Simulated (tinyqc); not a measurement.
# One-diode model of a solar cell, step by step

Numbers from tinyqc (`OMP_NUM_THREADS=1 python tinyqc.py 2280128 2280129 out.jsonl`; about 0.01 s on one thread of a shared Intel Xeon 2.30GHz). Printed values are rounded.

J is the current delivered and Vj = V + J Rs the junction voltage. J = X JL - J01 (exp(Vj/(n1 Vt)) - 1) - Vj/Rp. The photocurrent does not depend on voltage.

Values chosen for this exercise; values of the order met in cells of silicon:
```
symbol,value,unit,meaning
T,323,K,temperature
JL,39.3,mA/cm^2,photocurrent at one sun
X,1,suns,concentration
J01,1.6e-6,A/cm^2,saturation current of the diode
n1,1.66,,ideality factor of the diode
Rs,0.069,ohm cm^2,series resistance
Rp,6000,ohm cm^2,shunt resistance
Pin,100,mW/cm^2,incident power at one sun
```

Constants: q = 1.602176634e-19 C, kB = 1.380649e-23 J/K, Vt = kB T/q. Results are converted to the units shown.

## Starting value

Vj = 0.42 V.

Vj at the start = 0.42 V

## Iteration 1: new Vj

Maximum power: dP/dVj = f = J (1 + 2 Rs G) - G Vj = 0. G = -dJ/dVj = J01 exp(Vj/(n1 Vt))/(n1 Vt) + 1/Rp. H = dG/dVj; f' = -2 G - 2 Rs G^2 + (2 Rs J - Vj) H; Vj(new) = Vj - f/f'.

J = 25.0451 mA/cm^2
G = 0.307204 S/cm^2
H = 6.64519 S/(cm^2 V)
f = -102.919 mA/cm^2
f' = -3.39544 S/cm^2
Vj after iteration 1 = 0.389689 V

## Iteration 2: new Vj

As before.

J = 31.8751 mA/cm^2
G = 0.159493 S/cm^2
H = 3.44829 S/(cm^2 V)
f = -29.5759 mA/cm^2
f' = -1.65109 S/cm^2
Vj after iteration 2 = 0.371776 V

## Iteration 3: new Vj

As before.

J = 34.2439 mA/cm^2
G = 0.108289 S/cm^2
H = 2.34008 S/(cm^2 V)
f = -5.50359 mA/cm^2
f' = -1.07713 S/cm^2
Vj after iteration 3 = 0.366667 V

## Course of the iteration

Stop when the step is below 1e-10 V, or after 60 iterations.

Course of the iteration:
```
iteration  Vj before the step (V)   step (V)
1                            0.42    -0.0303
2                        0.389689    -0.0179
3                        0.371776   -5.11e-3
4                        0.366667   -3.38e-4
5                        0.366328   -1.37e-6
6                        0.366327  -2.26e-11
```

Converged in 6 iterations.

## Figures of merit

Jsc at V = 0, Voc at J = 0, the maximum power point where J (1 + 2 Rs G) = G Vj with G = -dJ/dVj; FF = Vmp Jmp/(Voc Jsc); efficiency Vmp Jmp/(X Pin). Empirical fill factor without parasitics FF0 = (v - ln(v + 0.72))/(v + 1), v = Voc/(n1 Vt).

Jsc = 39.2995 mA/cm^2
Voc = 0.466990 V
Vmp = 0.363926 V
Jmp = 34.8006 mA/cm^2
FF = 0.690090
efficiency = 12.6648 %
FF0 = 0.695504

FF is 0.78 % below FF0. Removing one loss at a time changes the efficiency by: series resistance +0.08, shunt +0.02 points.
